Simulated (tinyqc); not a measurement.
Valence-band offset from core levels (Kraut method), with the dipole against the affinity rule: two steps of the calculation.

Binding energies are counted downwards from the Fermi level. dEv > 0 means that the valence edge of B lies below that of A, dEc > 0 that the conduction edge of B lies above that of A; dEc + dEv = EgB - EgA. The spectra are made-up values treated as data.

Inputs (values chosen for the exercise); gaps and affinities close to those of gallium nitride (A) and silicon dioxide (B):

| symbol | value | unit | meaning |
|---|---|---|---|
| chiA | 4.15 | eV | electron affinity of A |
| chiB | 0.9 | eV | electron affinity of B |
| ei | 7.2 |  | relative permittivity inside the dipole layer |
| dd | 0.29 | nm | thickness of the dipole layer |
| bg | 36 |  | background counts in the gap |

Constants: q = 1.602176634e-19 C, eps0 = 8.8541878128e-14 F/cm where lengths are in cm. Results are converted to the units shown.

Problem 1. Valence-band maximum of bare A. Fit a straight line to the leading edge by least squares; the maximum vA lies where it meets the background.

| point | binding energy (eV) | counts on the leading edge |
|---|---|---|
| 0 | 0.53 | 99 |
| 1 | 0.65 | 129 |
| 2 | 0.77 | 158 |
| 3 | 0.89 | 186 |
| 4 | 1.01 | 218 |
| 5 | 1.13 | 249 |

Wanted: slope; intercept; vA.

Solution 1.

slope = 248.81 counts/eV
intercept = -33.345 counts
vA = 0.27871 eV

Problem 2. Interface dipole. The affinity rule gives dEc(0) = chiA - chiB; the dipole step is D = dEc - dEc(0), and two sheets of opposite charge dd apart hold N = eps0 ei |D|/(q dd).

dEc = 3.2387081 eV

Find: dEc(0); D; N; field in the dipole layer.

Solution 2.

dEc(0) = 3.250 eV
D = -0.01129 eV
N = 1.549e12 cm^-2
field in the dipole layer = 0.3894 MV/cm

N is 0.0022 elementary charges for each of about 7e14 surface atoms per cm^2.

tinyqc, about 0.01 s, one thread, Intel Xeon 2.30GHz (shared host): `OMP_NUM_THREADS=1 python tinyqc.py 2410149 2410150 out.jsonl`
